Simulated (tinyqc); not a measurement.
Inside a calculation: band folding and unfolding in a supercell of a chain. Values are carried at full precision from step to step, so a last printed digit may differ when a step is redone from the rounded ones.

A chain with hopping -t and n = 5 sites a supercell. H(K) has v_j on the diagonal, -t between neighbours and -t exp(2 pi i K) on the bond that closes the cell (from the last site to the first of the next cell). The point K holds the n wave vectors k_m = (K + m)/n of the primitive zone, in 2 pi/a, m = 0 to n - 1, with E0 = -2t cos(2 pi k_m). The unfolding weight of a state c on k_m is |sum_j c_j exp(-2 pi i k_m j)|^2/n, j = 0 to n - 1.

Values chosen for the exercise:

| symbol | value | unit | meaning |
|---|---|---|---|
| t | 1.47 | eV | hopping |
| v | (1, 0, 0, 0, 0) | eV | site energies in the supercell |
| Kq | 0.1 | 2 pi/(n a) | wave vector in the small zone |

## Folded levels and Fourier components

List k_m and E0; V_q = (1/n) sum_j v_j exp(-2 pi i q j/n) couples k_m to k_(m+q).

Folded band:

| m | k_m (2 pi/a) | E0 (eV) |
|---|---|---|
| 0 | 0.0200 | -2.9168 |
| 1 | 0.2200 | -0.5509 |
| 2 | 0.4200 | 2.5763 |
| 3 | 0.6200 | 2.1432 |
| 4 | 0.8200 | -1.2518 |

V_0, V_1, ... (eV): 0.2000  0.2000  0.2000

## Supercell Hamiltonian

Fill in H(K).

H (eV):
```
                 1        2        3        4                5
1           1.0000  -1.4700        0        0  -1.1893+0.8640i
2          -1.4700        0  -1.4700        0                0
3                0  -1.4700        0  -1.4700                0
4                0        0  -1.4700        0          -1.4700
5  -1.1893-0.8640i        0        0  -1.4700                0
```

## Levels and unfolding weights

Diagonalise and project each state on the k_m.

levels (eV): -2.76309  -1.10540  -0.31812  2.27642  2.91018

weights:
```
     level 1  level 2  level 3  level 4  level 5
m=0   0.9833   0.0060   0.0074   0.0005   0.0027
m=1   0.0047   0.0645   0.9212   0.0018   0.0077
m=2   0.0008   0.0015   0.0060   0.1643   0.8275
m=3   0.0010   0.0019   0.0082   0.8322   0.1568
m=4   0.0102   0.9261   0.0573   0.0012   0.0053
```

The purest state keeps 98.3 % on one k and the most mixed (level 5) 82.7 %; rows and columns each add to one.

## Moments of the spectral function

For each k_m: mean sum_i W E_i and variance sum_i W E_i^2 less the mean squared. The mean must be E0 plus the average of v, and the variance that of v.

Moments:

| m | mean (eV) | variance (eV^2) |
|---|---|---|
| 0 | -2.717 | 0.160 |
| 1 | -0.351 | 0.160 |
| 2 | 2.776 | 0.160 |
| 3 | 2.343 | 0.160 |
| 4 | -1.052 | 0.160 |

The average of v is 0.2000 eV and its variance 0.1600 eV^2: the virtual crystal gives the mean, and the variance is the spread of weight over several levels that it leaves out.

## Checks

- Variance of the spectral function against the variance of v: they agree to 1e-10 or better.
- Levels for v = 0 against the folded band: they agree to 1e-10 or better.

Run: tinyqc, `OMP_NUM_THREADS=1 python tinyqc.py 1452654 1452655 out.jsonl`; Intel(R) Xeon(R) Processor @ 2.30GHz, one thread, shared host; about 0.01 s of CPU time with all checks.
